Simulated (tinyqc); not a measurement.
# Body thickness for a wanted scale length

Problem. A double-gate structure has tan(pi ti/Lambda) tan(pi ts/(2 Lambda)) = ei/eps_r, both angles below pi/2. Find ts.

Values chosen for this exercise; permittivities: semiconductor made up, insulator close to that of silicon nitride:
```
symbol,value,unit,meaning
eps_r,13.4,,relative permittivity of the semiconductor
ei,7.67,,relative permittivity of the insulator
ti,1.6,nm,insulator thickness
```

Lambda = 13.971099 nm

Solution. The condition is explicit in ts: an arctangent, taken between 0 and pi/2.

ts = 8.800 nm

Numbers from tinyqc (`OMP_NUM_THREADS=1 python tinyqc.py 2420114 2420115 out.jsonl`; about 0.01 s on one thread of a shared Intel Xeon 2.30GHz).
